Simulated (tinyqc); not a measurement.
Spectrum around the gap: Franz-Keldysh effect at a direct gap.

Parabolic bands, vertical transitions, no excitons. For each hole band j: mr = me mj/(me + mj); joint density of states J_j(E) = (mr/c)^(3/2) sqrt(E - Eg)/(2 pi^2), both spins, c = hbar^2/2m0; averaged matrix element |e.p|^2 = m0 Ep/6; alpha_j(E) = 4 pi^2 alpha_f c Ep J_j/(3 nr E) in 1/angstrom (alpha_f the fine-structure constant, listed as alpha among the constants), times 1e8 for 1/cm.

In a field Fd (1 kV/cm = 1e-5 V/angstrom) the electro-optic energy of band j is th = (c (e Fd)^2/mr)^(1/3), and sqrt(E - Eg) in J_j is replaced by pi sqrt(th) [Ai'(b)^2 - b Ai(b)^2] with b = (Eg - E)/th; Ai is the Airy function.

Constants: hbar^2/2m0 = 3.80998211 eV angstrom^2; fine-structure constant alpha = 0.007297352564.

Values chosen for the exercise (near those of InP; not measured data):
```
symbol  value   unit   meaning
Eg      1.359   eV     direct gap
me      0.0797  m0     electron mass
mhh     0.587   m0     heavy-hole mass
mlh     0.0908  m0     light-hole mass
Ep      21.4    eV     Kane energy
nr      3.43           refractive index
Fd      30      kV/cm  uniform field
```

Absorption (1/cm):
```
E - Eg (eV)  alpha(0)  alpha(F)  change
-0.0424             0     1.847       2
-0.0339             0     7.983       8
-0.0255             0     30.87      31
-0.0170             0     108.4     108
-0.0085             0     333.7     334
0.0000              0     881.4     881
0.0085           2866      1952    -914
0.0170           4027      3542    -485
0.0255           4902      5171     268
0.0339           5618      6097     478
0.0424           6245      6271      26
0.0509           6801      6557    -244
0.0679           7762      7864     102
0.0848           8573      8620      48
```

What can be read from this table?

At the gap alpha(F) = 881 1/cm; 33.9 meV below it 7.98 1/cm remain, the tail falling as exp(-(4/3) b^(3/2)). Among the energies listed the largest rise is 881 1/cm at E - Eg = 0.0 meV and the largest fall -914 1/cm at 8.5 meV. It changes sign between 0.0 and 8.5 meV, between 17.0 and 25.5 meV, between 42.4 and 50.9 meV and between 50.9 and 67.9 meV; th is 17.0 meV for heavy holes and 20.1 meV for light holes.

tinyqc: `OMP_NUM_THREADS=1 python tinyqc.py 1680347 1680348 out.jsonl`; about 0.01 s, one thread, shared Intel(R) Xeon(R) Processor @ 2.30GHz.
